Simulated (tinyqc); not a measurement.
Plane-wave Kohn-Sham cycle with exchange-only LDA in a layered model solid, step by step. One step of it, computed by the program tinyqc.

Question. Iteration 2: Hamiltonian at one k. H(m,m') = (k + G_m)^2/2 delta + V(G_m - G_m'), with V(-G) = V(G).

A solid whose potential varies along x alone (atomic units):
```
parameter                      value
period a                   13.900000
cross-section of the cell   9.000000
electrons per cell                 2
grid points                       16
plane waves -n..n, n               2
k points                           4
V1 in V1 cos(2 pi x/a)     -0.230000
```

V(G_m), m = 0, 1, 2, ... (hartree): -0.247712  -0.046664  0.005557  0.000335  0.000036

k = 0.125000 2 pi / a

Give: H.

Answer.

H (hartree), lower triangle:
```
         -2       -1       +0       +1      +2
-2   0.1115
-1  -0.0467  -0.1695
+0   0.0056  -0.0467  -0.2461
+1   0.0003   0.0056  -0.0467  -0.1184
+2   0.0000   0.0003   0.0056  -0.0467  0.2136
```
